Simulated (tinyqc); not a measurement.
# Band bending at a free surface with a continuum of surface states, surface photovoltage and Kelvin probe: several studies

n-type bulk, xi = Ec - EF = Vt ln(Nc/Nd), p0 = ni^2/Nd, ni = sqrt(Nc Nv) exp(-Eg/(2 Vt)), Eg in volts. b is the upward band bending, u = b/Vt. Space charge per area, in units of q: Qc = sign(b) sqrt((2 eps0 eps_r Vt/q) [(Nd + dn)(exp(-u) - 1) + Nd u + (p0 + dn)(exp(u) - 1)]), with dn the excess density under light (flat quasi-Fermi levels; 0 in the dark). The states hold -Ds (E0 - xi - b): negative while the Fermi level lies above the neutrality level. Neutrality: Qc + Qf + (charge of the states) = 0.

Inputs (values chosen for the exercise); band and dielectric values close to those of gallium arsenide:

| symbol | value | unit | meaning |
|---|---|---|---|
| T | 300 | K | temperature |
| Eg | 1.42 | eV | band gap |
| eps_r | 12.8 |  | relative permittivity |
| Nc | 4.45e17 | cm^-3 | conduction-band density of states at T |
| Nv | 8.83e18 | cm^-3 | valence-band density of states at T |
| chi | 4.02 | eV | electron affinity |
| Nd | 1.4e15 | cm^-3 | donor density |
| Qf | 0 | cm^-2 | fixed positive charge at the surface |
| pt | 5.18 | eV | work function of the probe tip |
| Ds | 2.8e11 | cm^-2 eV^-1 | density of surface states |
| E0 | 0.52 | eV | depth of their neutrality level below the conduction edge |

Constants: q = 1.602176634e-19 C, kB = 1.380649e-23 J/K, Vt = kB T/q, eps0 = 8.8541878128e-14 F/cm where lengths are in cm. Results are converted to the units shown.

Each table varies one quantity; the others keep the values above.

## Photovoltage against injection

Under chopped light the surface charge keeps its dark value, so b falls to bL with Qc(bL, dn) = Qc(b, 0); the photovoltage is b - bL.

Photovoltage against injection:
```
dn (cm^-3)    bL (V)  photovoltage (mV)  share of b removed (%)
1.7e6        0.17616          2.8560e-5               1.6212e-5
2.1e7        0.17616          3.5280e-4               2.0027e-4
2.6e8        0.17616          0.0043673               0.0024791
3.2e9        0.17611           0.053649                0.030454
4e10         0.17551            0.65516                 0.37191
4.9e11       0.16974             6.4190                  3.6438
6.1e12       0.14527             30.894                  17.537
7.5e13       0.10326             72.899                  41.382
9.3e14      0.055966             120.20                  68.231
1.2e16      0.020320             155.84                  88.465
```

Read the table: what changes, and by how much?

The photovoltage rises from 2.86e-5 to 156 mV, towards the full b = 176 mV. Its steepest rise is 43.3 mV a decade (Vt ln 10 = 59.5 mV), and it reaches 88.5 % of b in the last row: even strong light does not flatten the bands fully, so a saturation reading understates b. For dn = 1.2e16 the injection is high, and a Dember voltage, left out here, adds to the signal.

## Pinning by the surface states

Same model as above.

b solves the neutrality condition in the dark.

Results:
```
Ds (cm^-2 eV^-1)    b (V)  xi + b (eV)  Qc (cm^-2)
2.4e10            0.01515       0.1641     8.542e9
6.7e10            0.04542       0.1944    2.182e10
1.8e11             0.1248       0.2738    4.432e10
5.1e11             0.2426       0.3915    6.552e10
3.9e12             0.3505       0.4994    8.019e10
1.1e13             0.3636       0.5126    8.179e10
2.9e13             0.3682       0.5172    8.235e10
8.1e13             0.3700       0.5190    8.256e10
```

Estimate the missing row, Ds = 1.4e12 cm^-2 eV^-1.

Computed row:
```
Ds (cm^-2 eV^-1)   b (V)  xi + b (eV)  Qc (cm^-2)
1.4e12            0.3168       0.4658    7.592e10
```

With this row back in the table: b rises from 0.0151 to 0.370 V. The Fermi level moves towards E0 = 0.52 eV and is within 1.02 meV of it in the last row; it is half-way there at the Ds that solves Ds b = Qc(b) + Qf with b = (E0 - xi)/2, 3.03e11 cm^-2 eV^-1.

## Kelvin-probe contrast of the doping

Same model as above.

Work function chi + xi + b; contact potential difference CPD = (work function of the sample) - pt.

Result of one run:
```
Nd (cm^-3)  xi (eV)   b (V)  CPD (mV)
4.7e14       0.1772  0.2159    -767.0
```

What becomes of these results when the donor density Nd is changed from 4.7e14 to 3.7e16 cm^-3, all else the same?

Result of the changed run:
```
Nd (cm^-3)  xi (eV)    b (V)  CPD (mV)
3.7e16      0.06430  0.04666     -1049
```

The whole series:
```
Nd (cm^-3)  xi (eV)    b (V)  CPD (mV)
8.3e13       0.2220   0.2412    -696.8
2e14         0.1993   0.2341    -726.7
4.7e14       0.1772   0.2159    -767.0
1.1e15       0.1552   0.1863    -818.5
2.7e15       0.1320   0.1460    -882.0
6.4e15       0.1097   0.1058    -944.6
1.5e16      0.08764  0.07219     -1000
3.7e16      0.06430  0.04666     -1049
```

xi falls by 158 mV over the table and the CPD by 352 mV; b falls from 0.241 to 0.0467 V. Between the first two rows the CPD follows 131 % of the change of xi, and between the last two 209 %. It exceeds 100 % where b falls as the doping rises.

Numbers from tinyqc (`OMP_NUM_THREADS=1 python tinyqc.py 2430127 2430128 out.jsonl`; about 0.01 s on one thread of a shared Intel Xeon 2.30GHz).
